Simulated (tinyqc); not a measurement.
## Delay unit and parasitic delay from two ring oscillators

Problem. A ring of 51 inverters oscillates at 1/(2 x 51 d), with stage delay d = tau (h + p) for fan-out h. Find tau, p and the delay at fan-out 4.

frequencies of 51-stage ring oscillators with fan-out 1 and 4 (GHz): 0.80073847  0.34577343

Solution. d is a straight line in h with slope tau and intercept tau p.

tau = 5.370 ps
p = 1.280
delay at fan-out 4 = 28.35 ps

Program tinyqc, `OMP_NUM_THREADS=1 python tinyqc.py 2082070 2082071 out.jsonl`; Intel Xeon 2.30GHz, shared host, one thread, about 0.01 s.
